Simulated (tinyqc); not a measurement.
Capillary instabilities by surface diffusion: grooving and agglomeration of films, edge retraction, wire break-up and smoothing of roughness: one step, computed by the program tinyqc. Command: `OMP_NUM_THREADS=1 python tinyqc.py 3013836 3013837 out.jsonl dewet walk`. One thread of a shared host (Intel(R) Xeon(R) Processor @ 2.30GHz), about 0.01 s of CPU time with the checks.

Isotropic surface energy; shapes change by surface diffusion alone.

Problem. Will grooves cut through? Groove angle beta: sin(beta) = gamma_b/(2 gamma). For circular grains of radius R with spherical caps the groove ends (measured from the mean surface) at the depth R g(beta), g = (2 - 3 cos beta + cos^3 beta)/(3 sin^3 beta). The film parts if R [g(beta_s) + g(beta_i)] > h.

Inputs (values chosen for the exercise, of the order of those of a cobalt film): surface energy gamma_s = 2.07 J/m^2; grain-boundary energy gamma_b = 0.83 J/m^2; interface energy gamma_i = 1.8 J/m^2; film thickness h = 38 nm; grain radius R = 510 nm.

Grooves: at the surface and the interface.

Give: beta_s; beta_i; sum of g; critical R/h; final depth over h.

Solution.

beta_s = 11.57 degrees

beta_i = 13.33 degrees

sum of g = 0.1095

critical R/h = 9.132

final depth over h = 1.470

Given enough time, the grooves reach through: holes open at boundaries and, earlier, at triple junctions.
